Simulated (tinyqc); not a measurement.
Solid solubility of a dopant against its melt (retrograde solidus), clustering and the electrically active fraction. Changing the interaction L of the melt. Computed by tinyqc, a small Python program. Command: `OMP_NUM_THREADS=1 python tinyqc.py 3029831 3029832 out.jsonl retro sweep`. One thread of a shared host (Intel(R) Xeon(R) Processor @ 2.30GHz), about 0.01 s of CPU time with the checks.

Inputs (values chosen for the exercise, of the order of those of gold in silicon for the solubility):

| quantity | value | unit |
|---|---|---|
| melting point of the host T_m | 1687 | K |
| heat of melting of the host H_f | 50.2 | kJ/mol |
| enthalpy of transfer from melt to solid H | 1.65 | eV |
| entropy of transfer S | 1.71 | k_B |
| site density N0 | 5e+22 | 1/cm^3 |
| temperature T | 1570 | K |

Constants: R = 8.314462618 J/(mol K); k_B = 8.617333262e-05 eV/K; e = 1.602176634e-19 C; N_A = 6.02214076e+23 1/mol.

Method. x_l and x_s are atom fractions of the dopant in melt and solid; the solid is dilute. Liquidus of the host: R T ln(1 - x_l) + L x_l^2 = -H_f (1 - T/T_m). Distribution: k = x_s/x_l = exp[L (1 - x_l)^2/(R T)] exp(S/k_B - H/(k_B T)), the first factor being the activity coefficient in the melt. Solubility = x_s N0; at T_m x_l = 0. The largest x_s N0 between 900 K and T_m. For an ideal melt with constant heats the maximum has x_l = H_f/(H + H_f), H in the same units.

One run for each value:

| interaction L of the melt (kJ/mol) | x_l | distribution coefficient k | solubility (1/cm^3) | temperature of the maximum (K) |
|---|---|---|---|---|
| -25.00 | 0.1832 | 7.784e-06 | 7.132e+16 | 1540 |
| -19.70 | 0.1908 | 1.040e-05 | 9.921e+16 | 1545 |
| -14.40 | 0.1997 | 1.378e-05 | 1.376e+17 | 1550 |
| -9.14 | 0.2101 | 1.804e-05 | 1.895e+17 | 1556 |
| -3.86 | 0.2228 | 2.336e-05 | 2.602e+17 | 1562 |
| 1.43 | 0.2389 | 2.976e-05 | 3.554e+17 | 1569 |
| 6.71 | 0.2603 | 3.700e-05 | 4.816e+17 | 1576 |
| 12.00 | 0.2917 | 4.429e-05 | 6.461e+17 | 1585 |

Describe and explain the trends.

Over the rows, x_l rises from 0.183 to 0.292; distribution coefficient k rises from 7.78e-6 to 4.43e-5; solubility (1/cm^3) rises from 7.13e16 to 6.46e17. A melt that binds the dopant (L < 0) lowers its activity and so the solubility in the solid.

Extremes, crossings and ranges named in words are read from the listed rows.
